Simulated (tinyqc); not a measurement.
## Double-gate transistor below threshold, two-dimensional Poisson equation on a small mesh: effect of the drain voltage

Half of a symmetric double-gate structure: row 0 is the mid-plane of the body, where the normal field vanishes. Mobile charge is neglected (subthreshold), the body is fully depleted, and potentials are counted from the intrinsic level; rows run upward to the gate, columns from source to drain.

Mesh: rows i = 0..12 in the semiconductor (step hs = tb/12, row 12 on the interface), then 8 step(s) ho = tox/8 up to the gate row 20; columns j = 0..80 (step hy = L/80). Box integration, divided by eps0: up_i = eps hy/h of the interval above row i, dn_i = that of the interval below (0 for row 0), lat_i = (sum of eps h/2 over the intervals above and below)/hy, s_i = -q Na w_i hy/eps0 with w_i the semiconductor height of the box (hs/2 for row 0 and the interface row, hs between, 0 in the insulator). Each free node obeys (up + dn + 2 lat) psi = up psi(above) + dn psi(below) + lat [psi(left) + psi(right)] + s. Fixed values: gate row Vg - Vfb; column 0 at Vbi and the last column at Vbi + Vd in the semiconductor, each running linearly to Vg - Vfb across the insulator. The system is solved directly. On row 0 the minimum of psi and its place come from a parabola through the three lowest nodes; barrier = Vbi - minimum, swing = Vt ln 10/(d psi/dVg), DIBL = (d psi/dVd)/(d psi/dVg) there. Lambda = pi/k with k the smallest positive root of tan(k tox) tan(k tb) = eox/eps_r.

Parameters, values chosen for the exercise; semiconductor permittivity made up: temperature T = 350 K; relative permittivity of the semiconductor eps_r = 9.76; relative permittivity of the insulator eox = 22; half the body thickness tb = 4 nm; insulator thickness tox = 6.6 nm; channel length L = 25 nm; acceptor density of the depleted body Na = 0 cm^-3; potential of the source Vbi = 0.46 V; gate offset Vfb = -0.02 V; gate voltage Vg = 0 V.

Constants: q = 1.602176634e-19 C, kB = 1.380649e-23 J/K, Vt = kB T/q, eps0 = 8.8541878128e-14 F/cm where lengths are in cm. Results are converted to the units shown.

Results:

| Vd (V) | L/Lambda | barrier (V) | place y/L | swing (mV/decade) | DIBL (mV/V) |
|---|---|---|---|---|---|
| 0.05 | 1.442 | 0.3310 | 0.4877 | 90.79 | 145.0 |
| 0.25 | 1.442 | 0.3108 | 0.4486 | 91.50 | 121.9 |
| 0.65 | 1.442 | 0.2784 | 0.3960 | 93.95 | 97.62 |
| 0.85 | 1.442 | 0.2646 | 0.3765 | 95.36 | 90.22 |
| 1.05 | 1.442 | 0.2520 | 0.3597 | 96.83 | 84.43 |

Estimate the missing row, Vd = 0.45 V.

Computed row:

| Vd (V) | L/Lambda | barrier (V) | place y/L | swing (mV/decade) | DIBL (mV/V) |
|---|---|---|---|---|---|
| 0.45 | 1.442 | 0.2936 | 0.4194 | 92.63 | 107.6 |

With this row back in the table: As Vd goes from 0.05 to 1.05 V, the barrier falls from 0.331 to 0.252 V, the swing rises from 90.8 to 96.8 mV a decade and DIBL falls from 145 to 84.4 mV/V; the ideal swing is 69.4. The barrier top moves from y/L = 0.488 to 0.360, towards the source.

tinyqc, about 0.09 s, one thread, Intel Xeon 2.30GHz (shared host): `OMP_NUM_THREADS=1 python tinyqc.py 2480047 2480048 out.jsonl`
